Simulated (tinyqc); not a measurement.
What moves the results: sp3s* tight binding with spin-orbit coupling. A value that a table varies takes the place of the one given here.

sp3s* tight binding, nearest neighbours only: anion (a) at 0, cation (c) at a/4 (1,1,1), orbitals s, px, py, pz, s* on each; k in units of 2 pi/a. With phases e_j = exp(i (pi/2) k.n_j) for n = (1,1,1), (1,-1,-1), (-1,1,-1), (-1,-1,1): g0 = (e1+e2+e3+e4)/4, g1 = (e1+e2-e3-e4)/4, g2 = (e1-e2+e3-e4)/4, g3 = (e1-e2-e3+e4)/4. The diagonal holds the levels Esa, Epa, Exa (s*) and Esc, Epc, Exc. Anion-cation block: <sa|sc> = Vss g0; <sa|xc> = Vsapc g1; <xa|sc> = -Vscpa g1; <xa|xc> = Vxx g0; <xa|yc> = <ya|xc> = Vxy g3, <xa|zc> = <za|xc> = Vxy g2, <ya|zc> = <za|yc> = Vxy g1; <s*a|xc> = Vxapc g1; <xa|s*c> = -Vpaxc g1; y and z take g2 and g3 in place of g1; s-s* and s*-s* vanish.

Spin-orbit coupling acts within the p shell of each atom as (D/3) L.sigma, D = Da or Dc: it puts four states at Ep + D/3 and two at Ep - 2D/3.

Inputs chosen for the exercise (near a published set for Ge, fitted to gaps, whose masses and valley positions are rough; spin-orbit coupling, where it is added without a refit, lifts the valence top and shrinks all gaps by about a third of the splitting; shifted at random, so the results belong to these values and not to a real crystal):
```
symbol  value   unit  meaning
Esa     -5.879  eV    s level of the anion
Epa     1.609   eV    p level of the anion
Esc     -5.879  eV    s level of the cation
Epc     1.609   eV    p level of the cation
Exa     6.377   eV    s* level of the anion
Exc     6.377   eV    s* level of the cation
Vss     -6.78   eV    s-s
Vxx     1.608   eV    px-px
Vxy     4.894   eV    px-py
Vsapc   5.454   eV    s anion, p cation
Vscpa   5.454   eV    s cation, p anion
Vxapc   5.224   eV    s* anion, p cation
Vpaxc   5.224   eV    p anion, s* cation
Da      0.285   eV    atomic spin-orbit splitting, anion
Dc      0.285   eV    the same, cation
eta     1.8           scaling exponent
D001    0.76          ratio -ezz/exx
```

## What the s* orbital does

The s* couplings Vxapc and Vpaxc are scaled by f; f = 0 is the plain sp3 model. Gaps from the top of the valence band at Gamma; the Delta value is the minimum on (x,0,0), 0.5 <= x <= 1.

Gaps (eV):
```
f      Gamma   Delta       L  x of the minimum
0.00  0.8050  3.5310  2.1387             0.500
0.25  0.8050  3.3591  1.9921             0.500
0.50  0.8050  2.7226  1.6219             0.673
0.75  0.8050  1.7162  1.1491             0.789
0.90  0.8050  1.0925  0.8530             0.805
1.00  0.8050  0.6787  0.6580             0.809
1.10  0.8050  0.2684  0.4674             0.810
```

How do the results move?

The gap at Gamma stays, since g1 to g3 vanish there. From f = 0 to 1 the s* levels lower the Delta value by 2.852 eV and L by 1.481 eV. For f = 0 and 0.25 the least value lies at x = 0.5, the end of the range: any valley further out lies above that value until s* has lowered it enough. The lowest of the three is Gamma at f = 0 and L at f = 1.

## Hydrostatic strain (sp3s* tight binding with spin-orbit coupling, strained)

Strain e moves each bond vector to d = (1 + e) d0 (no internal displacement for the diagonal strains used here) and k is given in fractions of the strained reciprocal cell, so the phases stay. Two-centre values Vss_sigma = Vss/4, Vsp_sigma = sqrt3 V/4 for each s-p and s*-p pair, Vpp_sigma = (Vxx + 2 Vxy)/4, Vpp_pi = (Vxx - Vxy)/4 are scaled by (d0/d)^eta and combined with the new direction cosines; the levels on the diagonal stay.

exx = eyy = ezz = e. Gaps as measured from the top of the valence band; the deformation potentials are (gap(0.01) - gap(-0.01))/0.06.

Gaps (eV):
```
e       Gamma   Delta       L  x of the minimum
-0.03  1.2777  0.6931  0.8943             0.794
-0.02  1.1156  0.6884  0.8128             0.799
-0.01  0.9581  0.6836  0.7340             0.804
0.00   0.8050  0.6787  0.6580             0.809
0.01   0.6561  0.6736  0.5846             0.814
0.02   0.5113  0.6685  0.5138             0.819
0.03   0.3704  0.6633  0.4455             0.825
```

gap deformation potentials (eV): Gamma -5.034, Delta -0.166, L -2.491

What does this show, and why?

Per unit of volume strain the gaps move by -5.03 (Gamma), -0.17 (Delta) and -2.49 eV (L). The lowest valley changes from the Delta line to L between e = -0.01 and 0 and from L to Gamma between e = 0.01 and 0.02. These potentials follow from the one exponent eta, which fitted models replace by one for each integral; with it the sizes are rough, the sign for Delta can be wrong (in Si, Ge and the III-V crystals measured values are small and positive), and the pressures at which valleys cross, and which valley takes over, are rough too. A gap of zero, where one is listed, marks an s level that has sunk below the valence top.

## Biaxial strain splits the top of the valence band (sp3s* tight binding, strained)

No spin-orbit coupling; k = 0; exx = eyy = e, ezz = -D001 e. The four bonds keep equal lengths, and the sums over them give Vxx(e) for px and py and Vzz(e) for pz; each level is the lower root of [[Epa, V], [V, Epc]], and the s level the upper root of the s block. The shear potential b follows from E(x,y) - E(z) = 3 b (exx - ezz), taken as the slope between e = -0.005 and 0.005.

Couplings and levels at Gamma (eV):
```
e           ezz  Vxx(e)  Vzz(e)   E(x,y)     E(z)  E(x,y) - E(z) (meV)  upper s level
-0.020   0.0152  1.5136  1.8682   0.0954  -0.2592                354.5         1.0013
-0.010   0.0076  1.5617  1.7364   0.0473  -0.1274                174.8         0.9513
-0.005   0.0038  1.5851  1.6718   0.0239  -0.0628                 86.8         0.9262
0.005   -0.0038  1.6305  1.5450  -0.0215   0.0640                -85.5         0.8757
0.010   -0.0076  1.6526  1.4828  -0.0436   0.1262               -169.8         0.8504
0.020   -0.0152  1.6955  1.3609  -0.0865   0.2481               -334.6         0.7996
```

b = -3.263 eV

What can be read from the table?

Under tension in the plane (e > 0) the bonds tilt towards the plane, Vxx grows to 1.6526 and Vzz falls to 1.4828 eV at e = 0.01, and the pz state forms the top of the valence band, by 169.8 meV; under compression (e = -0.01) the px, py pair does, by 174.8 meV. The slope gives b = -3.26 eV, a rough value, since on-site strain terms are left out (measured values lie near -2 eV).

## What each parameter does

Gaps from the top of the valence band at Gamma; Delta is the minimum on (x,0,0), 0.5 <= x <= 1. A change on one sublattice alone makes the two atoms unequal. Each row changes one parameter from the base and keeps the others.

Results:
```
case              Ev (eV)  gap Gamma (eV)  gap Delta (eV)  gap L (eV)
base               0.0960          0.8050          0.6787      0.6580
Epa = 1.309 eV    -0.0610          0.9620          0.7600      0.7736
Vxy = 5.194 eV     0.0960          0.8050          0.6786      0.5793
Epc = 1.409 eV    -0.0071          0.9081          0.7326      0.7339
Vss = -6.98 eV     0.0960          1.0050          0.6687      0.7145
Vxx = 1.908 eV    -0.2040          1.1050          1.0168      0.9980
Vxapc = 5.024 eV   0.0960          0.8050          0.7490      0.6932
```

What can be read from the table?

The largest shifts from the base row, up to three for each result and ties (the steps differ in size, so this ranks the rows, not the parameters). Ev (eV): Vxx -0.3000, Epa -0.1570, Epc -0.1031; unchanged at the printed digits by Vxy, Vss and Vxapc. gap Gamma (eV): Vxx +0.3000, Vss +0.2000, Epa +0.1570; unchanged at the printed digits by Vxy and Vxapc. gap Delta (eV): Vxx +0.3382, Epa +0.0813, Vxapc +0.0703. gap L (eV): Vxx +0.3401, Epa +0.1157, Vxy -0.0786. Vxy and Vxapc cannot move Ev or the gap at Gamma, whose blocks do not hold them; s parameters never move Ev, and move the gap only where the lowest empty level at Gamma is s-like.

Program tinyqc; command `OMP_NUM_THREADS=1 python tinyqc.py 1452445 1452446 out.jsonl`; about 0.2 s on one thread of a shared Intel(R) Xeon(R) Processor @ 2.30GHz.
